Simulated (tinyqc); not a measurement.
Inside a calculation. Model: MOS capacitor on a p-type substrate, surface potential from the exact charge relation.

tinyqc, about 0.01 s, one thread, Intel Xeon 2.30GHz (shared host): `OMP_NUM_THREADS=1 python tinyqc.py 2060053 2060054 out.jsonl` Printed values are rounded.

Uniform p-type substrate, Boltzmann statistics, full ionisation, classical densities. psi is the surface potential against the body (positive when the bands bend down) and u = psi/Vt. Traps are spread evenly over the gap and neutral at flat band, so their charge is -q Dit psi; the minority quasi-Fermi level is shifted by Vb.

Inputs (values chosen for the exercise); band and dielectric values close to those of gallium nitride: temperature T = 450 K; band gap Eg = 3.36 eV; relative permittivity eps_r = 9.54; conduction-band density of states at T Nc = 4.28e18 cm^-3; valence-band density of states at T Nv = 8.52e19 cm^-3; electron affinity chi = 4.09 eV; acceptor density of the substrate N = 1.2e18 cm^-3; relative permittivity of the gate insulator (close to silicon dioxide) eox = 3.9; insulator thickness tox = 3.3 nm; gate work function phiM = 4.44 eV; fixed charge at the interface, in units of q Nf = 0 cm^-2; density of interface traps Dit = 0 cm^-2 eV^-1; reverse bias of the inversion layer against the body Vb = 1.3 V; gate voltage against the body Vg = -3.74 V.

Constants: q = 1.602176634e-19 C, kB = 1.380649e-23 J/K, Vt = kB T/q, eps0 = 8.8541878128e-14 F/cm where lengths are in cm. Results are converted to the units shown.

Range of the model: At this gate voltage the surface density exceeds 0.3 of the band density of states, so degeneracy and confinement would lower the charge and capacitance.

## Flat band, threshold and scales

ni = sqrt(Nc Nv) exp(-Eg/(2 Vt)), Eg in volts; phiF = Vt ln(N/ni); Cox = eps0 eox/tox; Vfb = phiM - chi - (Eg - Vt ln(Nv/N)) - q Nf/Cox; Q0 = sqrt(2 eps0 eps_r q N Vt); r = (ni/N)^2 exp(-Vb/Vt); VT = Vfb + [(2 phiF + Vb)(1 + q Dit/Cox) + sqrt(2 eps0 eps_r q N (2 phiF + Vb))/Cox].

ni = 2.92260 cm^-3
phiF = 1.57270 V
Cox = 1.04640 uF/cm^2
Vfb = -2.84470 V
Q0 = 112.228 nC/cm^2
r = 1.63613e-50
VT = 2.74901 V

## Starting value

psi = Vg - Vfb, limited to the range from -4 Vt to +(2 phiF + Vb + 4 Vt).

psi at the start = -0.155112 V

## Iteration 1: Newton step for the surface potential

u = psi/Vt; F^2 = exp(-u) + u - 1 + r (exp(u) - u - 1); Qs = -sign(u) Q0 F; Cs = -dQs/dpsi = (Q0/Vt) |1 - exp(-u) + r (exp(u) - 1)|/(2 F). f = Vfb + psi + (q Dit psi - Qs)/Cox - Vg, f' = 1 + (Cs + q Dit)/Cox, psi(new) = psi - f/f'.

u = -4
F = 7.04260
Qs = 790.378 nC/cm^2
Cs = 11.0130 uF/cm^2
f = -0.0151415 V
f' = 11.5246
psi after iteration 1 = -0.153798 V

## Iteration 2: Newton step for the surface potential

As before.

u = -3.96612
F = 6.91471
Qs = 776.025 nC/cm^2
Cs = 10.8360 uF/cm^2
f = -1.11408e-4 V
f' = 11.3555
psi after iteration 2 = -0.153788 V

## Course of the Newton iteration

Stop when the step is below 1e-10 V, or after 60 iterations.

Course of the iteration:

| iteration | psi before the step (V) | f (V) | step (V) |
|---|---|---|---|
| 1 | -0.155112 | -0.0151 | 1.31e-3 |
| 2 | -0.153798 | -1.11e-4 | 9.81e-6 |
| 3 | -0.153788 | -6.14e-9 | 5.41e-10 |
| 4 | -0.153788 | 0 | 0 |

Converged in 4 iterations.

## Charges, field and capacitances at the solution

converged psi = -0.153788 V

u = psi/Vt; F^2 = exp(-u) + u - 1 + r (exp(u) - u - 1); Qs = -sign(u) Q0 F; Cs = -dQs/dpsi = (Q0/Vt) |1 - exp(-u) + r (exp(u) - 1)|/(2 F). Low frequency: 1/C_LF = 1/Cox + 1/(Cs + q Dit). High frequency, in the simple estimate in which traps and minority carriers do not follow: 1/C_HF = 1/Cox + 1/Cd, Cd being Cs with r = 0 at the same psi. Minority sheet density N_inv = (Q0/(2 q)) int_0^u r (exp(t) - 1)/F(t) dt for u > 0. Oxide field |Qs - q Dit psi + q Nf|/(eps0 eox).

Qs = 775.919 nC/cm^2
N_inv = 0 cm^-2
oxide field = 2.24700 MV/cm
Cs = 10.8347 uF/cm^2
C_LF/Cox = 0.911927
C_HF/Cox = 0.911927

The surface is in accumulation (borders at |psi| = 0, phiF + Vb and 2 phiF + Vb = 4.45 V).
